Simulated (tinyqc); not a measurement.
Inside a calculation. Method: plane-wave Kohn-Sham cycle with exchange-only LDA in a layered model solid. Computed by tinyqc, a small Python program that keeps every step. Settings: points = 16, plane-wave index or count = 2, electrons = 2, k points = 4, area = 23.0, mixing = 0.5, iteration cap = 73. Command: `OMP_NUM_THREADS=1 python tinyqc.py 28836 28837 out.jsonl` (the two numbers bound the seeds that draw the settings). One thread of a shared host (Intel(R) Xeon(R) Processor @ 2.60GHz), about 0.04 s of CPU time with the checks.

A solid whose potential varies along x alone (atomic units):
```
parameter                      value
period a                   17.400000
cross-section of the cell  23.000000
electrons per cell                 2
grid points                       16
plane waves -n..n, n               2
k points                           4
V1 in V1 cos(2 pi x/a)     -0.450000
V2 in V2 cos(4 pi x/a)      0.030000
```

Stop when sqrt(dV sum R^2) is below 1e-8, dV = a A/N.

Course of the cycle:
```
iteration  E (hartree)  norm of the residual
1           -0.8793269              1.37e-01
2           -0.4777032              3.96e-02
3           -0.4695957              3.18e-02
4           -0.4699614              2.04e-02
5           -0.4727002              3.86e-02
6           -0.4855798              5.03e-02
7           -0.4911100              7.80e-02
8           -0.5534468              8.83e-02
9           -0.4972852              8.77e-02
10          -0.5634927              8.91e-02
11          -0.4950163              8.47e-02
...                ...                   ...
63          -0.7617157              1.50e-01
64          -0.7617157              1.50e-01
65          -0.7617157              1.50e-01
66          -0.7617157              1.50e-01
67          -0.7617157              1.50e-01
68          -0.7617157              1.50e-01
69          -0.7617157              1.50e-01
70          -0.7617157              1.50e-01
71          -0.7617157              1.50e-01
72          -0.7617157              1.50e-01
73          -0.7617157              1.50e-01
```

Can the last value be used, and what does the course show?

Not by the stop rule, although the second column moves by less than 1e-07 over the last three steps. Not converged within 73 iterations: the residual has stopped falling. Reruns (cap 100 unless said): mixing 0.1: not converged; mixing 0.5, Kerker q0 1.0: not converged; mixing 0.3, Pulay depth 5: converged in 17 (E = -0.46630); the original settings with a cap of 400: not converged.
